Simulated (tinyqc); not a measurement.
Worked calculation: coherent transport through a tight-binding region between two chains. Computed by tinyqc, a small Python program that keeps every step. Settings: temperature = 77, mu = -0.08. Command: `OMP_NUM_THREADS=1 python tinyqc.py 21493 21494 out.jsonl` (the two numbers bound the seeds that draw the settings). One thread of a shared host (Intel(R) Xeon(R) Processor @ 2.60GHz), about 0.1 s of CPU time with the checks.

## Transmission at E = 0.66 eV

H of the central region (eV):
```
          1         2         3         4
1  -0.98000  -0.91000   0.00000   0.00000
2  -0.91000  -0.13000  -0.96000   0.00000
3   0.00000  -0.96000   0.08000  -0.71000
4   0.00000   0.00000  -0.71000  -0.33000
```

Leads: semi-infinite chains with site energy 0:
```
parameter                           value
lead hopping t (eV)              1.280000
coupling to the left lead (eV)   1.440000
coupling to the right lead (eV)  0.540000
left contact site                       1
right contact site                      4
```

E = 0.66000 eV

Surface Green function g = (E - i sqrt(4 t^2 - E^2)) / (2 t^2); self-energy tc^2 g on each contact site; G = (E - H - Sigma)^(-1); Gamma = -2 Im Sigma; T = Gamma_L Gamma_R |G_LR|^2; local density of states -Im G_ii / pi.

g = 0.20142-0.75484i 1/eV

G (1/eV):
```
                   1                  2                  3                  4
1   0.28515-0.37770i   0.06622+0.01686i  -0.32480+0.34415i   0.17579-0.30393i
2   0.06622+0.01686i  -0.05995-0.13654i   1.02823+0.09639i  -0.75890+0.10589i
3  -0.32480+0.34415i   1.02823+0.09639i  -0.53827-0.40554i   0.45788+0.20097i
4   0.17579-0.30393i  -0.75890+0.10589i   0.45788+0.20097i   0.65208-0.30734i
```

local density of states (1/eV): 0.12022  0.04346  0.12909  0.09783

transmission = 0.16989

## Transmission across the band

The same steps on a grid of energies.

T(E):
```
E (eV)            T
-2.4320000  0.00162
-2.1888000  0.00469
-1.9456000  0.01280
-1.7024000  0.04262
-1.4592000  0.20572
-1.2160000  0.92437
-0.9728000  0.63820
-0.7296000  0.50377
-0.4864000  0.65069
-0.2432000  0.98112
0.0000000   0.70093
0.2432000   0.32829
0.4864000   0.19693
0.7296000   0.16966
0.9728000   0.23834
1.2160000   0.57925
1.4592000   0.10677
1.7024000   0.01599
1.9456000   0.00369
2.1888000   0.00095
2.4320000   0.00016
```

levels of the isolated region (eV): -1.77804  -0.89639  0.03616  1.27826

## Current

I = (2e/h) int T(E) [f(E - mu - V/2) - f(E - mu + V/2)] dE at 77 K with mu = -0.08 eV, the bias not changing H; 2e^2/h = 77.48092 microsiemens; the integral runs over the band on 4001 points.

Current:
```
V (volt)  I (microampere)
0.01000           0.67210
0.05000           3.35724
0.10000           6.69403
0.20000          13.22451
0.40000          25.19557
0.80000          43.14697
```
